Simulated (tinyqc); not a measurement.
# Gate-all-around wire, scale length and short-channel effects: effects of single changes

A round wire of diameter ts in an insulator shell of thickness ti under a surrounding gate. Below threshold the potential that source and drain add obeys Laplace's equation and vanishes on the gate. Its lowest mode decays along the channel as exp(-k y); k is the smallest positive root of the matching condition at the interface, and the scale length is Lambda = pi/k.

Parameters, values chosen for the exercise; permittivities: semiconductor close to that of silicon, insulator close to that of zirconium oxide:

| symbol | value | unit | meaning |
|---|---|---|---|
| T | 350 | K | temperature |
| eps_r | 11.7 |  | relative permittivity of the semiconductor |
| ei | 25 |  | relative permittivity of the insulator |
| ti | 2.4 | nm | insulator thickness |
| ts | 7.6 | nm | wire diameter |
| L | 16 | nm | channel length |
| Vbi | 0.89 | V | potential of the source |
| sT | 0.43 | V | potential of the barrier top at threshold |
| Vds | 0.8 | V | drain voltage |

Constants: q = 1.602176634e-19 C, kB = 1.380649e-23 J/K, Vt = kB T/q. Results are converted to the units shown.

Each table varies one quantity; the others keep the values above.

## Effect of the drain voltage

k is the smallest positive root of f(k) = ei J0(u)[J1(u) Y0(v) - Y1(u) J0(v)] - eps_r J1(u)[J0(u) Y0(v) - Y0(u) J0(v)], u = k ts/2, v = u + k ti. Along the channel psi(y) = s + a exp(y/l) + b exp(-y/l) with psi(0) = Vbi, psi(L) = Vbi + Vds and l = 1/k = Lambda/pi; with A = Vbi - s, B = A + Vds, x = exp(-L/l): a = (B - A x) x/(1 - x^2), b = (A - B x)/(1 - x^2). The minimum is s + 2 sqrt(a b), at y = (l/2) ln(b/a). The long-channel potential follows the gate as s = sT + (Vg - VTL)/m, and the threshold VT is the gate voltage at which the minimum equals sT. Swing = m Vt ln 10/g at threshold, g = d(minimum)/ds = 1 - (b x + a)/((1 + x) sqrt(a b)). DIBL = [VT(0.05 V) - VT(Vds)]/(Vds - 0.05 V). sT and Vbi are held fixed; m = 1.

The same in every row: Lambda (nm) = 6.777; L/Lambda = 2.361.

Result of one run:
```
Vds (V),VT - VTL at Vds (mV),DIBL (mV/V),swing (mV/decade)
0.5,-34.34,20.87,73.26
```

What becomes of these results when the drain voltage Vds is changed from 0.5 to 0.35 V, all else the same?

Result of the changed run:
```
Vds (V),VT - VTL at Vds (mV),DIBL (mV/V),swing (mV/decade)
0.35,-31.50,21.84,73.16
```

The whole series:
```
Vds (V),VT - VTL at Vds (mV),DIBL (mV/V),swing (mV/decade)
0.2,-28.41,23.02,73.08
0.35,-31.50,21.84,73.16
0.5,-34.34,20.87,73.26
0.65,-36.98,20.05,73.36
0.8,-39.46,19.34,73.47
0.95,-41.80,18.72,73.57
1.1,-44.03,18.17,73.68
```

As Vds goes from 0.2 to 1.1 V, Lambda stays at 6.78 nm, DIBL falls from 23.0 to 18.2 mV/V and the swing rises from 73.1 to 73.7 mV a decade.

## Effect of the channel length

Same model as above.

The same in every row: Lambda (nm) = 6.7768.

Result of one run:
```
L (nm),L/Lambda,VT - VTL at Vds = 0.05 V (mV),VT - VTL at Vds (mV),DIBL (mV/V),swing (mV/decade)
18,2.6561,-15.407,-24.311,11.871,71.934
```

What becomes of these results when the channel length L is changed from 18 to 13 nm, all else the same?

Result of the changed run:
```
L (nm),L/Lambda,VT - VTL at Vds = 0.05 V (mV),VT - VTL at Vds (mV),DIBL (mV/V),swing (mV/decade)
13,1.9183,-52.645,-83.695,41.400,77.886
```

The whole series:
```
L (nm),L/Lambda,VT - VTL at Vds = 0.05 V (mV),VT - VTL at Vds (mV),DIBL (mV/V),swing (mV/decade)
7.5,1.1067,-250.77,-407.02,208.34,108.87
8.9,1.3133,-161.60,-260.52,131.90,95.014
11,1.6232,-89.041,-142.37,71.103,83.644
13,1.9183,-52.645,-83.695,41.400,77.886
15,2.2134,-31.880,-50.483,24.804,74.576
18,2.6561,-15.407,-24.311,11.871,71.934
21,3.0988,-7.5672,-11.917,5.8002,70.671
26,3.8366,-2.3496,-3.6954,1.7944,69.828
30,4.4269,-0.92697,-1.4574,0.70721,69.598
```

From L = 7.5 to 30 nm, DIBL falls from 208 to 0.707 mV/V and the swing falls from 109 to 69.6 mV a decade (long-channel value 69.4). Between the last two rows the threshold shift at Vds decays with a length of 4.30 nm, against 2 Lambda/pi = 4.31 nm for a shift that goes as exp(-pi L/(2 Lambda)). DIBL first drops below 100 mV/V at L = 11 nm among the rows, L/Lambda = 1.6. For L = 7.5 to 8.9 nm L is under 1.5 Lambda, where higher modes, left out of the one-mode potential, count.

tinyqc, about 0.01 s, one thread, Intel Xeon 2.30GHz (shared host): `OMP_NUM_THREADS=1 python tinyqc.py 2420089 2420090 out.jsonl`
